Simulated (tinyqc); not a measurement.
Straight dislocations in isotropic elasticity: fields, energies, partials, Peierls stress and walls: one step, computed by the program tinyqc.

The line runs along z, the glide plane is y = 0, and beta is the angle between b and the line (0 screw, 90 degrees edge): b_e = b sin(beta) along +x with the extra half plane at y > 0, b_s = b cos(beta). Stress is positive in tension.

Task: Splitting into partials. Shockley partials have b_p = b/sqrt(3) at the angles beta -/+ 30 degrees; their repulsion balances the fault at d = G b_p^2/(8 pi gamma) (2 - nu)/(1 - nu) [1 - 2 nu cos(2 beta)/(2 - nu)].

Inputs (values chosen for the exercise, for a model fcc or diamond crystal):
```
quantity                     value      unit
shear modulus G               28.5       GPa
Poisson ratio nu             0.361         -
Burgers vector b             2.759  angstrom
stacking-fault energy gamma     26    mJ/m^2
```

Character: 30-degree.

Give: partial Burgers vector b_p; splitting width d; d/b.

Result:

partial Burgers vector b_p = 1.593 angstrom

splitting width d = 2.213 nm

d/b = 8.022

Widely split: cross-slip and climb need a constriction first.
